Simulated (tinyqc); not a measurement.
Worked calculation: Haynes-Shockley experiment: drift, diffusion and decay of a minority-carrier pulse. Computed by tinyqc, a small Python program that keeps every step. Command: `OMP_NUM_THREADS=1 python tinyqc.py 3112262 3112263 out.jsonl haynes walk`. One thread of a shared host (Intel(R) Xeon(R) Processor @ 2.30GHz), about 0.01 s of CPU time with the checks. Intermediate numbers are printed to about 7 digits and carried at full precision; extremes and crossings named in words are read from the listed rows.

A thin sheet of excess carriers is made at x = 0, t = 0 in a long uniform bar; injection is low, so the pulse moves with the minority mobility.

Inputs (values chosen for the exercise, modelled on electrons in p-type germanium in a lightly doped bar):
```
quantity                       value         unit
minority mobility mu            3800   cm^2/(V s)
lifetime tau                      40  microsecond
temperature T                    300            K
field F                           28         V/cm
distance d to the collector        1           cm
second distance d2               1.5           cm
injected sheet density N0    2.3e+09       1/cm^2
```

Constants: k_B = 8.617333262e-05 eV/K.

## Transport coefficients

D = mu k_B T/e, v = mu F. Transit time d/v, diffusion length sqrt(D tau), drift length v tau, Peclet number v d/D = e F d/(k_B T).

D = 98.23760 cm^2/s

drift velocity v = 106400 cm/s

transit time d/v = 9.398496 microsecond

diffusion length = 626.8576 micrometre

drift length v tau = 4.256 cm

Peclet number = 1083.088

The pulse must travel 0.235 drift lengths.

## The signal at the collector

dn(x, t) = N0/sqrt(4 pi D t) exp(-(x - v t)^2/(4 D t) - t/tau). At fixed x the signal peaks where d ln(dn)/dt = 0: a t^2 + t/2 - x^2/(4 D) = 0 with a = v^2/(4 D) + 1/tau. The full width at half maximum is found by solving dn(x, t) = peak/2 on both sides of the peak.

time of the peak t_p = 9.385755 microsecond

peak density = 1.688995e+10 1/cm^3

width at half maximum = 0.9498494 microsecond

The peak comes 0.14 % before d/v, since spreading and recombination both weaken the later part of the pulse.

## Shape in time

Times are 0.7, 0.8, 0.9, 0.95, 1, 1.05, 1.1, 1.2 and 1.4 t_p.

Signal at d:
```
t/t_p  t (microsecond)   dn (1/cm^3)       dn/peak
0.70           6.57003  1.259147e-05  7.455004e-16
0.80           7.50860  2.212744e+04  1.310095e-06
0.90           8.44718  8.325487e+08  4.929253e-02
0.95           8.91647  8.279977e+09  4.902309e-01
1.00           9.38576  1.688995e+10  1.000000e+00
1.05           9.85504  8.861830e+09  5.246805e-01
1.10          10.32433  1.439302e+09  8.521642e-02
1.20          11.26291  2.024504e+06  1.198644e-04
1.40          13.14006  6.078144e-04  3.598674e-14
```

At 0.9 and 1.1 t_p the signal is 0.0493 and 0.0852 of its peak: the trailing side is the wider one.

## Simple reading of the pulse

With w the full width at half maximum: mu = d/(F t_p); D = (w d)^2/(16 ln2 t_p^3); Einstein ratio D/mu against k_B T/e.

apparent mobility = 3805.158 cm^2/(V s)

apparent D = 98.39124 cm^2/s

apparent D/mu = 25.85733 mV

error of mu = 0.1357493 %

error of D = 0.1563959 %

The true k_B T/e is 25.85 mV.

## Two distances

Differences remove part of the bias: mu = (d2 - d)/(F (t_p2 - t_p)). The time-integrated signal is A(x) = (N0/u) exp(x (v - u)/(2 D)), u = sqrt(v^2 + 4 D/tau); the simple lifetime is tau = (t_p2 - t_p)/ln(A(d)/A(d2)).

t_p2 = 14.08296 microsecond

mobility from two distances = 3801.649 cm^2/(V s)

area ratio A(d)/A(d2) = 1.124632

lifetime from areas = 39.99132 microsecond

Errors: mobility +0.04 % (one distance +0.14 %), lifetime -0.02 %.

## How the errors depend on the field

With w that width: mu = d/(F t_p); D = (w d)^2/(16 ln2 t_p^3). The field is scaled by the factors listed.

Errors of the simple reading:
```
factor  F (V/cm)     v d/D  v^2 tau/(4 D)  error of mu (%)  error of D (%)
0.5         14.0   541.544         288.10        0.3582269       0.3126605
0.7         19.6   758.162         564.68        0.2204916       0.2234062
1.0         28.0  1083.088        1152.41        0.1357493       0.1563959
1.5         42.0  1624.633        2592.91        0.0808528       0.1042584
2.5         70.0  2707.721        7202.54        0.0438800       0.0625480
4.0        112.0  4332.353       18438.50        0.0257965       0.0390890
7.0        196.0  7581.619       56467.89        0.0140761       0.0223350
```

The error of mu falls from 0.358 to 0.0141 %. For large v d/D it is about D/(v d) + 2 D/(v^2 tau), here 0.0141 % in the last row: one part from spreading, one from recombination.

Checks made by the program: area of the signal against its closed form (relative difference below 1e-10).
